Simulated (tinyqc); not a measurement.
Printed widths: electron-beam lithography: double-Gaussian proximity function, edge placement and dose correction for parallel lines. Computed by tinyqc, a small Python program. Command: `OMP_NUM_THREADS=1 python tinyqc.py 3112891 3112892 out.jsonl proximity walk`. One thread of a shared host (Intel(R) Xeon(R) Processor @ 2.30GHz), about 0.01 s of CPU time with the checks.

Lines are infinitely long. Absorbed energy is counted so that the middle of a very large area written at dose 1 receives 1; the resist develops where it exceeds 1/2.

Inputs (values chosen for the exercise, of the order of those for 30 keV electrons in resist on silicon): forward range alpha = 0.028 micrometre; backscatter range beta = 4.7 micrometre; backscatter ratio eta = 0.83.

line widths (micrometre): [1.9, 0.042, 0.067, 2, 0.045]

gaps between the lines (micrometre): [1.5, 1.6, 0.13, 0.84]

Method:
- The first line starts at x = 0; each next one starts after the width and the gap.
- f(r) = [exp(-r^2/alpha^2)/alpha^2 + eta exp(-r^2/beta^2)/beta^2]/(pi (1 + eta)). A line from a to b at dose d gives E(x) = d [S(alpha) + eta S(beta)]/(1 + eta), S(s) = [erf((b - x)/s) - erf((a - x)/s)]/2.
- M_ij is the mean of E at the two edges of line i from line j at dose 1.
- Uncorrected edge energies are M 1. Solve M d = 1/2 for the doses d that put the mean edge energy of every line at the threshold.
- Edges are the roots of E(x) = 1/2 between a line centre and the middle of the next gap. Three cases: dose 1 everywhere; one common dose equal to the mean of d; the corrected doses.

Lines (micrometre):
```
line  left edge  right edge  centre
1         0.000       1.900  0.9500
2         3.400       3.442  3.4210
3         5.042       5.109  5.0755
4         5.239       7.239  6.2390
5         8.079       8.124  8.1015
```

corrected doses: 1 1.22743, 2 1.15753, 3 1.13665, 4 1.20466, 5 1.38156

Width error, printed less drawn (nm):
```
line  drawn width (nm)   dose 1  mean dose  corrected
1                 1900  -17.244    -0.2056   0.003624
2                   42  -17.180     2.9684   0.000002
3                   67  -13.098     3.7018   0.000033
4                 2000  -15.996     0.9306   0.003334
5                   45  -31.333    -6.8070   0.000155
```

With the common mean dose the errors span 10.5 nm. With corrected doses the largest error is below 0.01 nm.

Extremes, crossings and ranges named in words are read from the listed rows.
